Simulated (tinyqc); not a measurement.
Worked calculation: Pariser-Parr-Pople SCF with singles CI, for the molecule Oc1ccc2c(c1)C=C2 (SMILES; centres numbered as the heavy atoms are written). One step of it, computed by the program tinyqc.

Problem. Singles CI, triplets. Over the 6 single excitations with the smallest orbital gaps: A = (e_a - e_i) delta - (ij|ab), with (pq|rs) = sum c_mp c_mq gamma_mn c_nr c_ns.

orbital energies (eV): -15.546788  -14.211332  -11.786741  -10.896081  -9.059485  -1.404600  0.500264  1.894877  4.471949

coefficients:
```
         MO1        MO2        MO3        MO4        MO5        MO6        MO7        MO8
1O  0.411723   0.610005  -0.407944  -0.408434  -0.257078  -0.132926   0.088301  -0.170092
2C  0.447437   0.347014   0.126172   0.229958   0.298978   0.314489  -0.259820   0.536193
3C  0.302842   0.104123   0.545926  -0.050507   0.385238  -0.269020  -0.266706  -0.489574
4C  0.269641  -0.149908   0.508289  -0.309134  -0.172649  -0.175805   0.580220   0.203556
5C  0.334620  -0.383623   0.125169  -0.250141  -0.448319   0.337805  -0.319239   0.169338
6C  0.361305  -0.316525  -0.188154   0.328512  -0.312532  -0.409703  -0.337500  -0.168216
7C  0.350053  -0.010714  -0.063621   0.635906  -0.073303   0.201024   0.526238  -0.210555
8C  0.227900  -0.328000  -0.369892  -0.112578   0.462656  -0.453830   0.126877   0.385055
9C  0.221081  -0.345121  -0.263309  -0.307645   0.384989   0.501804   0.089805  -0.390993

          MO9
1O  -0.068230
2C   0.259384
3C  -0.255467
4C   0.334804
5C  -0.465762
6C   0.467133
7C  -0.319187
8C  -0.326506
9C   0.327219
```

repulsion gamma_rs (eV):
```
           1O         2C         3C         4C         5C         6C         7C         8C
1O  21.500000   8.699463   5.579971   3.782098   3.355269   3.781576   5.580586   2.789642
2C   8.699463  11.130000   7.553918   5.240212   4.668978   5.239577   7.554922   3.566435
3C   5.579971   7.553918  11.130000   7.555798   5.239577   4.668457   5.239335   3.369522
4C   3.782098   5.240212   7.555798  11.130000   7.552789   5.238839   4.668516   4.007518
5C   3.355269   4.668978   5.239577   7.552789  11.130000   7.553918   5.239068   6.088370
6C   3.781576   5.239577   4.668457   5.238839   7.553918  11.130000   7.553017   7.553918
7C   5.580586   7.554922   5.239335   4.668516   5.239068   7.553017  11.130000   4.802430
8C   2.789642   3.566435   3.369522   4.007518   6.088370   7.553918   4.802430  11.130000
9C   2.604674   3.369718   3.566435   4.802371   7.553918   6.088370   4.007621   7.553918

           9C
1O   2.604674
2C   3.369718
3C   3.566435
4C   4.802371
5C   7.553918
6C   6.088370
7C   4.007621
8C   7.553918
9C  11.130000
```

Give: triplet CI matrix; triplet excitation energies.

Solution.

triplet CI matrix (eV):
```
       5>6     4>6     5>7     3>6     5>8     4>7
5>6  1.250   0.440   0.042   0.661   0.195   0.221
4>6  0.440   3.687   0.221   0.153  -0.587  -0.255
5>7  0.042   0.221   3.633  -0.074  -0.063  -0.120
3>6  0.661   0.153  -0.074   4.816  -1.078  -0.008
5>8  0.195  -0.587  -0.063  -1.078   4.970   0.065
4>7  0.221  -0.255  -0.120  -0.008   0.065   4.979
```

triplet excitation energies (eV): 0.994  3.397  3.698  4.066  5.046  6.134
